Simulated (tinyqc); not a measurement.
# Tail temperature from the power law

Inverse problem. When tail states hold most of the charge, the linear current goes as I = A (Vg - VT)^g with g = 2 Tt/T - 1. Find g, Tt and the tail width kB Tt.

Parameters, values chosen for the exercise:
- T = 290 K (temperature)

Constants: q = 1.602176634e-19 C, kB = 1.380649e-23 J/K, Vt = kB T/q. Results are converted to the units shown.

I at Vg - VT = 23 and 34 V (nA): 1315.3418  2615.5702

Solution. g is the slope of ln I against ln(Vg - VT).

g = 1.759
Tt = 400.0 K
kB Tt = 34.47 meV

Program tinyqc, `OMP_NUM_THREADS=1 python tinyqc.py 2610039 2610040 out.jsonl`; Intel Xeon 2.30GHz, shared host, one thread, about 0.02 s.
